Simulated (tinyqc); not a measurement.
# Ferroelectric with a first-order transition, Landau-Devonshire energy: the upper branch of the loop

One domain with free energy u = al P^2 + be P^4 + ga P^6 - E P, al = a0 (T - T0), be < 0 < ga (P in uC/cm^2, E in kV/cm, u in mJ/cm^3). Equilibrium: E = 2 al P + 4 be P^3 + 6 ga P^5; a state is stable against small changes where dE/dP > 0. The coercive field is that of uniform switching, which real films, switching by domains, do not reach.

Ps^2 = [-be + sqrt(be^2 - 3 al ga)]/(3 ga); Pc^2 = [-3 be + sqrt(9 be^2 - 15 al ga)]/(15 ga), Ec = -E(Pc); susceptibility chi = 1/(eps0 dE/dP). P is the largest root of E(P) = Ea.

Parameters, values chosen for the exercise:
```
symbol     value          unit                             meaning
a0         0.025  kV cm/(uC K)  slope of the quadratic coefficient
T0           600             K             Curie-Weiss temperature
be      -0.00067  kV cm^5/uC^3                 quartic coefficient
ga        1.8e-7  kV cm^9/uC^5             sixth-order coefficient
T            520             K                         temperature
```

Constants: eps0 = 8.8541878128e-14 F/cm where lengths are in cm. Results are converted to the units shown.

The upper branch of the loop:
```
Ea (kV/cm)	P (uC/cm^2)	u (mJ/cm^3)	chi
-220	46.67	4593	2753
-200	49.73	3625	1234
-160	52.96	1565	709.1
-91	56.36	-2215	452.6
0	59.42	-7491	323.4
110	62.16	-1.418e4	247.9
230	64.53	-2.179e4	201.2
450	67.92	-3.638e4	152.9
910	73.05	-6.887e4	105.7
```

P rises from 46.7 to 73.1 uC/cm^2, and chi falls from 2750 to 106. The branch ends at -Ec = -226 kV/cm, P = 43.4 uC/cm^2, where dE/dP vanishes and chi diverges; there P still has 73 % of Ps.

Computed by the program tinyqc: `OMP_NUM_THREADS=1 python tinyqc.py 2860012 2860013 out.jsonl`, one thread of a shared Intel Xeon 2.30GHz, about 0.01 s for the whole run.
